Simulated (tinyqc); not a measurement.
Inside a calculation. Model: frequency dispersion of an accumulation capacitance by border traps, distributed model.

Program tinyqc, `OMP_NUM_THREADS=1 python tinyqc.py 2202122 2202123 out.jsonl`; Intel Xeon 2.30GHz, shared host, one thread, about 0.7 s. Printed values are rounded.

Traps spread evenly through the insulator exchange electrons with the semiconductor by tunnelling, with tau(x) = t0 exp(2 ka x) at depth x from the interface. The admittance per area Y seen at depth x obeys dY/dx = -Y^2/(i w eps0 eox) + q Nb ln(1 + i w tau)/tau, with Y(0) = i w Cs and w = 2 pi f; the gate sees Y(tox) = G + i w C. Working variable y = Y/(i w), in uF/cm^2. Cox = eps0 eox/tox.

Values chosen for this exercise; permittivity close to that of hafnium oxide:
```
symbol,value,unit,meaning
eox,19.4,,relative permittivity of the insulator
tox,10,nm,insulator thickness
Cs,0.79,uF/cm^2,semiconductor capacitance in accumulation
Nb,8.2e19,cm^-3 eV^-1,density of border traps
ka,6.1,1/nm,decay constant of the wave function in the insulator
t0,3e-11,s,time constant of a trap at the interface
f,100,Hz,frequency
xe,1.9,nm,depth down to which the steps are taken
```

Constants: q = 1.602176634e-19 C, eps0 = 8.8541878128e-14 F/cm where lengths are in cm. Results are converted to the units shown.

## Scales and lumped estimate

Cox; trap-free value 1/(1/Cox + 1/Cs); response depth d = ln(1/(w t0))/(2 ka), where w tau = 1; lumped estimate: all traps within d act as C_bt = q Nb d placed at d/2, so C = 1/{1/[1/(1/Cs + d/(2 eps0 eox)) + C_bt] + (tox - d/2)/(eps0 eox)}.

Cox = 1.71771 uF/cm^2
trap-free C = 0.541128 uF/cm^2
d = 1.45793 nm
C_bt = 1.91541 uF/cm^2
lumped C = 1.09542 uF/cm^2

The traps within reach amount to 2.42 Cs and lie in the first 14.6 % of the insulator.

## Midpoint steps through the active depth

In terms of y: dy/dx = -y^2/(eps0 eox) + s(x), s = q Nb ln(1 + z)/z, z = i w tau. 8 midpoint steps of h = xe/8: y_half = y + (h/2) y'(x, y), y(new) = y + h y'(x + h/2, y_half).

```
point,x (nm),s (uF/(cm^2 nm)),y (uF/cm^2)
0,0,1.31378+0.00000i,0.79000+0.00000i
1,0.2375,1.31378+0.00000i,1.08976+0.00000i
2,0.475,1.31378+0.00000i,1.38061+0.00000i
3,0.7125,1.31378-0.00007i,1.66054+0.00000i
4,0.95,1.31378-0.00134i,1.92789-0.00008i
5,1.18750,1.31319-0.02423i,2.18134-0.00142i
6,1.425,1.15784-0.36323i,2.41741-0.02537i
7,1.66250,0.16122-0.27066i,2.46512-0.14169i
8,1.9,0.00936-0.03222i,2.39240-0.15411i
```

## Capacitance and conductance at the gate

y at xe = 2.39240-0.15411i uF/cm^2

Beyond xe the traps are ignored, so 1/y(tox) = 1/y(xe) + (tox - xe)/(eps0 eox); C = Re y, G/w = -Im y, loss tangent G/(w C).

y at the gate = 1.12533-0.03399i uF/cm^2
C = 1.12533 uF/cm^2
G/w = 0.0339863 uF/cm^2
loss tangent = 0.0302013

A fine integration over the whole insulator gives C = 1.1281 and G/w = 0.03351 uF/cm^2; the coarse G/w is 1.4 % above that. The fine C is 2.08 times the trap-free value, and the lumped estimate is 2.9 % below the fine result.
